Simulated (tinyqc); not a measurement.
Shallow acceptor in the spherical four-band model: one step. Ground state in the small basis. The numbers come from values chosen for the exercise (near those of a shallow acceptor in Si, where the small spin-orbit splitting and strong warping make this model rough).

S:
```
          f1        f2        f3        g1        g2        g3
f1  1.000000  0.585479  0.184493         0         0         0
f2  0.585479  1.000000  0.584982         0         0         0
f3  0.184493  0.584982  1.000000         0         0         0
g1         0         0         0  1.000000  0.286765  0.019377
g2         0         0         0  0.286765  1.000000  0.286197
g3         0         0         0  0.019377  0.286197  1.000000
```

H (Ry*):
```
           f1         f2          f3         g1         g2          g3
f1  -0.810116  -0.935463   -0.871790  -0.317959  -0.091180   -0.006161
f2  -0.935463  -0.120354   -0.421894  -0.547078  -1.907757   -0.545994
f3  -0.871790  -0.421894   10.912947  -0.222152  -3.281167  -11.464709
g1  -0.317959  -0.547078   -0.222152   0.512938   0.220194   -0.013199
g2  -0.091180  -1.907757   -3.281167   0.220194   5.605811    2.672382
g3  -0.006161  -0.545994  -11.464709  -0.013199   2.672382   39.894239
```

Question. Solve H u = E S u for the lowest level of the acceptor; the first half of the basis is L = 0 and the second L = 2. Give E, E without the f-g block, and the L = 2 weight u_g S_gg u_g with u S u = 1.

Give: E; E without coupling; L = 2 weight.

Answer.

E = -1.223 Ry*
E without coupling = -0.989 Ry*
L = 2 weight = 0.087

Without the coupling the exact value is -1, which this basis, tuned to the compact coupled state, misses by 0.011. The coupling to L = 2 takes the level to 1.22 times that exact value.

tinyqc: `OMP_NUM_THREADS=1 python tinyqc.py 1281145 1281146 out.jsonl`; about 0.05 s, one thread, shared Intel(R) Xeon(R) Processor @ 2.30GHz.
